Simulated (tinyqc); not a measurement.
# From one set of inputs to another, one input at a time

Model: Born-von Karman spring model of a cubic crystal with one atom per cell. Computed by tinyqc, a small Python program. Command: `OMP_NUM_THREADS=1 python tinyqc.py 3002274 3002275 out.jsonl springs ladder`. One thread of a shared host (Intel(R) Xeon(R) Processor @ 2.30GHz), about 0.4 s of CPU time with the checks.

First neighbours lie at a/2 (1,1,0) (12 of them), second at a (1,0,0) (6), with all permutations and signs; the volume per atom is Omega = a^3/4.

The inputs printed are set A. Inputs not listed in the table keep their values of set A, so the rows need not describe a real material.

Inputs (values chosen for the exercise, for a model crystal): lattice constant a = 4.52 angstrom; atomic mass M = 33.5 u; radial spring k1L = 1.01 eV/angstrom^2; transverse spring k1T = 0.026 eV/angstrom^2; radial spring k2L = 0.12 eV/angstrom^2; transverse spring k2T = 0.025 eV/angstrom^2; mesh divisions n = 10; temperature T = 150 K.

Lattice: fcc.

Constants: 1 eV/angstrom^3 = 160.2176634 GPa; u = 1.6605390666e-27 kg; nu for 1 eV/(angstrom^2 u) = 15.6333042 THz; h x 1 THz = 4.135667696 meV; k_B = 8.617333262e-05 eV/K; hbar^2/u = 4.18015928e-03 eV angstrom^2; hbar = 1.054571817e-34 J s; k_B = 1.380649e-23 J/K.

Method:
- [ij,kl] = (1/(2 Omega)) sum_R K_ij R_k R_l; C11 = [xx,xx], C44 = [xx,yy], C12 = 2 [xy,xy] - C44; B = (C11 + 2 C12)/3; Zener ratio A = 2 C44/(C11 - C12). K(R) = kL n n^T + kT (1 - n n^T).
- rho = M/Omega and v = sqrt(C/rho), with C = C11, C44, C44 along [100]; (C11 + C12 + 2 C44)/2, C44, (C11 - C12)/2 along [110]; (C11 + 2 C12 + 4 C44)/3 and twice (C11 - C12 + C44)/3 along [111].
- A neighbour at R with unit vector n couples by the matrix K(R) = kL n n^T + kT (1 - n n^T), and D(q) = (1/M) sum_R K(R) [1 - cos(q.R)].
- An eigenvalue lambda of D in eV/(angstrom^2 u) gives nu = 15.6333042 THz x sqrt(lambda).
- Mesh: q = sum_i (m_i + 1/2)/n b_i, m_i = 0..n-1, with b = [[-1, 1, 1], [1, -1, 1], [1, 1, -1]] in 2 pi/a; sums are averages over the n^3 points, per atom.
- With x = h nu/(k_B T) and n = 1/(exp(x) - 1) for each mode: F = k_B T [x/2 + ln(1 - exp(-x))], U = k_B T x (n + 1/2), S/k_B = x n - ln(1 - exp(-x)), C/k_B = x^2 n (n + 1).
- <u_x^2> = (1/3) sum over modes of hbar^2/(2 M h nu) coth(x/2); zero-point energy = sum h nu/2. <u_x^2> converges slowly with the mesh, from below, with an error of order 1/n.
- Christoffel matrix G_xx = C11 n_x^2 + C44 (1 - n_x^2), G_xy = (C12 + C44) n_x n_y, with eigenvalues rho v^2; v_m^-3 is the mean of v^-3 over three branches and all directions (12 Gauss-Legendre points in cos(theta) times 24 angles phi = (j + 1/2) pi/12); q_D = (6 pi^2/Omega)^(1/3); Theta = hbar v_m q_D/k_B.

Each row keeps all changes above it:
```
input moved                             from      to  elastic Debye temperature (K)  entropy S (k_B/atom)  <u_x^2> (angstrom^2)
set A                                      -       -                         453.84                1.7349             0.0049218
lattice constant a (angstrom)           4.52    4.09                         453.84                1.7349             0.0049218
radial spring k1L (eV/angstrom^2)       1.01    1.38                         511.63                1.4377             0.0039611
radial spring k2L (eV/angstrom^2)       0.12  0.0097                         486.26                1.4926             0.0041910
atomic mass M (u)                       33.5  107.87                         270.98                2.9265             0.0036830
transverse spring k1T (eV/angstrom^2)  0.026    -0.1                         216.53                3.2771             0.0050916
temperature T (K)                        150      50                         216.53                0.8068             0.0022679
```

Where does the difference come from?

Elastic Debye temperature goes from 454 to 217, a factor 0.477 in all. The largest single move comes from atomic mass M (a factor 0.557), and radial spring k1L works against it (a factor 1.13). Entropy S goes from 1.73 to 0.807, a factor 0.465 in all. The largest single move comes from temperature T (a factor 0.246), and atomic mass M works against it (a factor 1.96). <u_x^2> goes from 0.00492 to 0.00227, a factor 0.461 in all. The largest single move comes from temperature T (a factor 0.445), and transverse spring k1T works against it (a factor 1.38). The single moves hold for this order of the switches; the total does not depend on the order.

Extremes, crossings and ranges named in words are read from the listed rows.
